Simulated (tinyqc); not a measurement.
Comparisons within one model: heavy doping: gap narrowing, degeneracy and the minority density. A value that a table varies takes the place of the one given here.

F_j(eta) = (1/Gamma(j + 1)) integral_0^infinity x^j dx/(1 + exp(x - eta)), which tends to exp(eta) for eta << 0.

Empirical narrowing (Slotboom form, constants chosen for the exercise; published fits of this form give the apparent narrowing, here it is taken as the true one): dEg = E0 [ln(N/N0) + sqrt(ln(N/N0)^2 + C)].

Majority: N = Nv F_1/2(eta), eta the distance of EF beyond the majority band edge in kT. Degeneracy factor gam = F_1/2(eta)/exp(eta). ni0^2 = Nc Nv exp(-Eg/kT); product n p = ni0^2 gam exp(dEg/kT), dEg the true narrowing; apparent narrowing dEa = dEg + kT ln gam; minority density = n p/N.

Bipolar transistor with N as emitter doping: beta = K (N/NB) exp((dEa_B + dG - dEa_E)/kT), dEa_E = dEg(N) + kT ln gam, dEa_B = dEg(NB). For the sweep in T, Nv is scaled as (T/T0)^(3/2) from its value at T0 = T.

Constants: kB = 8.617333262e-05 eV/K.

Parameters, chosen for this exercise (gap and densities of states near those of InP at this temperature; narrowing constants of the size fitted for Si, not for this material; the results hold for these values, not for the real material): Eg = 1.323 eV (gap); Nc = 8.73e+17 1/cm^3 (conduction-band density of states); Nv = 1.89e+19 1/cm^3 (valence-band density of states); T = 400 K; E0 = 10 meV (narrowing scale); N0 = 1.1e+17 1/cm^3 (onset density); C = 0.5 (smoothing constant); N = 1.5e+18 1/cm^3 (ionised acceptors, equal to the majority density); NB = 6e+17 1/cm^3 (base doping); K = 2.1 (ratio (D_B W_E)/(D_E W_B)); dG = 0 meV (extra narrowing of the base by alloying).

## Narrowing against degeneracy

N takes the values listed; the last column is N over the factor gam exp(dEg/kT), the doping that a simple model would need to give the same minority density.

Results:

| N (1/cm^3) | eta | gam | dEg (meV) | dEa (meV) | minority (1/cm^3) | effective doping (1/cm^3) |
|---|---|---|---|---|---|---|
| 6.0e+16 | -5.75 | 0.999 | 3.3 | 3.2 | 6.47e+03 | 5.47e+16 |
| 2.0e+17 | -4.54 | 0.996 | 15.2 | 15.1 | 2.74e+03 | 1.29e+17 |
| 6.0e+17 | -3.44 | 0.989 | 35.3 | 35.0 | 1.62e+03 | 2.18e+17 |
| 2.0e+18 | -2.21 | 0.963 | 58.9 | 57.6 | 939 | 3.76e+17 |
| 6.0e+18 | -1.04 | 0.894 | 80.6 | 76.7 | 546 | 6.47e+17 |
| 2.0e+19 | 0.43 | 0.692 | 104.5 | 91.8 | 254 | 1.39e+18 |
| 6.0e+19 | 2.23 | 0.341 | 126.4 | 89.3 | 78.6 | 4.50e+18 |
| 2.0e+20 | 5.68 | 0.0362 | 150.4 | 36.0 | 5.03 | 7.03e+19 |
| 4.0e+20 | 9.16 | 0.00223 | 164.3 | -46.2 | 0.231 | 1.53e+21 |

What does this show?

dEg grows steadily to 164.3 meV, while the apparent value peaks at 91.8 meV for N = 2e+19 and falls to -46.2 meV as the Fermi level enters the band. N grows by a factor 33 from the third to the sixth row and the effective doping by 6.4: net of degeneracy, narrowing takes away 81 % of the factor gained by heavier doping.

## Current gain against temperature

Gain:

| T (K) | beta | beta with dG = 0 | without narrowing |
|---|---|---|---|
| 150 | 1.49 | 1.49 | 5.25 |
| 200 | 2.02 | 2.02 | 5.25 |
| 250 | 2.43 | 2.43 | 5.25 |
| 300 | 2.75 | 2.75 | 5.25 |
| 350 | 3.01 | 3.01 | 5.25 |
| 400 | 3.22 | 3.22 | 5.25 |
| 450 | 3.39 | 3.39 | 5.25 |

dEa_B + dG - dEa_E at T0 = -16.9 meV

How do the results move?

beta is 1.49 at 150 K and 3.39 at 450 K, since the net exponent is negative: the emitter has the larger apparent narrowing. At 300 K narrowing and degeneracy change the gain by a factor 0.523.

## What moves the minority density and the gain

All results formed anew. Each row changes one parameter from the base and keeps the others.

Results:

| case | dEg (meV) | dEa (meV) | minority (1/cm^3) | beta |
|---|---|---|---|---|
| base | 53.19 | 52.23 | 1.07e+03 | 3.22 |
| N = 3e+18 1/cm^3 | 66.87 | 64.94 | 775 | 4.45 |
| E0 = 12 meV | 63.83 | 62.87 | 1.46e+03 | 2.90 |
| N0 = 2.2e+17 1/cm^3 | 39.65 | 38.69 | 724 | 3.26 |
| Eg = 1.343 eV | 53.19 | 52.23 | 600 | 3.22 |
| Nv = 2.46e+19 1/cm^3 | 53.19 | 52.45 | 1.40e+03 | 3.20 |
| NB = 1.2e+18 1/cm^3 | 53.19 | 52.23 | 1.07e+03 | 2.38 |

What does this show?

The largest shifts from the base row, up to three for each result and ties (the steps differ in size, so this ranks the rows, not the parameters). dEg (meV): N +13.67, N0 -13.54, E0 +10.64; unchanged at the printed digits by Eg, Nv and NB. dEa (meV): N0 -13.54, N +12.71, E0 +10.64; unchanged at the printed digits by Eg and NB. minority (1/cm^3): Eg -472, E0 +388, N0 -348; unchanged at the printed digits by NB. beta: N +1.23, NB -0.839, E0 -0.317; unchanged at the printed digits by Eg.

Run: tinyqc, `OMP_NUM_THREADS=1 python tinyqc.py 1651854 1651855 out.jsonl`; Intel(R) Xeon(R) Processor @ 2.30GHz, one thread, shared host; about 0.02 s of CPU time with all checks.
